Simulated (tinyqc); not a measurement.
Electron mobility in a silicon inversion layer, empirical terms and Matthiessen rule: course of the iteration: inversion density for the measured current.

Inversion layer of sheet density Ns on a uniformly doped body. The mobility terms are empirical power laws with prefactors chosen for the exercise; adding their inverses (Matthiessen) is itself an approximation.

I = (W/L) q Ns mu Vd. E = q (Ndep + eta Ns)/(eps0 eps_r) in MV/cm. With t = T/(300 K): muC = Ac (Ns/1e12 cm^-2) t/(Nb/1e17 cm^-3 + Nit/1e11 cm^-2), muP = Ap E^(-1/3) t^(-1.75), muS = As E^(-gs); 1/mu is the sum of the inverses. Ns(new) = I/((W/L) q mu Vd).

Stop when Ns changes by less than 1e5 cm^-2, or after 15 iterations.

Values chosen for this exercise; material values close to those of silicon:
```
symbol   value        unit                                                meaning
T          300           K                                            temperature
eps_r     11.8                         relative permittivity of the semiconductor
Nb      8.7e17       cm^-3                                            body doping
eta        0.5              weight of the inversion charge in the effective field
Ap         449  cm^2/(V s)           phonon-limited mobility at 1 MV/cm and 300 K
As        1160  cm^2/(V s)                  roughness-limited mobility at 1 MV/cm
gs           2                                     exponent of the roughness term
Ac        2000  cm^2/(V s)                                      Coulomb prefactor
Nit     1.2e12       cm^-2                                charge at the interface
WL          20                                                          ratio W/L
Vd        0.01           V                                          drain voltage
I         2.93          uA                                measured linear current
```

Constants: q = 1.602176634e-19 C, eps0 = 8.8541878128e-14 F/cm where lengths are in cm. Results are converted to the units shown.

Ns at the start = 1.7e12 cm^-2
Ndep = 4.69413e12 cm^-2

Course of the iteration:
```
iteration  Ns (cm^-2)  |change| (cm^-2)
1          8.06597e11           8.93e11
2          1.40907e12           6.02e11
3          9.16886e11           4.92e11
4          1.26966e12           3.53e11
5          9.88421e11           2.81e11
6          1.19607e12           2.08e11
7          1.03311e12           1.63e11
8          1.15536e12           1.22e11
9          1.06036e12           9.50e10
10         1.13225e12           7.19e10
11         1.07671e12           5.55e10
12         1.11895e12           4.22e10
13         1.08643e12           3.25e10
14         1.11124e12           2.48e10
15         1.09218e12           1.91e10
```

Did this iteration meet its convergence test, and what does its course show?

No. Not converged within 15 iterations. The value swings about the solution and each change is still 0.77 times the one before. Near the solution, 1.100e12 cm^-2, d ln Ns(new)/d ln Ns = -d ln mu/d ln Ns = -0.766, which sets the rate. A rerun with the update Ns (Ns(new)/Ns)^(1/(1 - s)), s = -0.766, converges in 4 iterations.

tinyqc, about 0.01 s, one thread, Intel Xeon 2.30GHz (shared host): `OMP_NUM_THREADS=1 python tinyqc.py 2510152 2510153 out.jsonl`
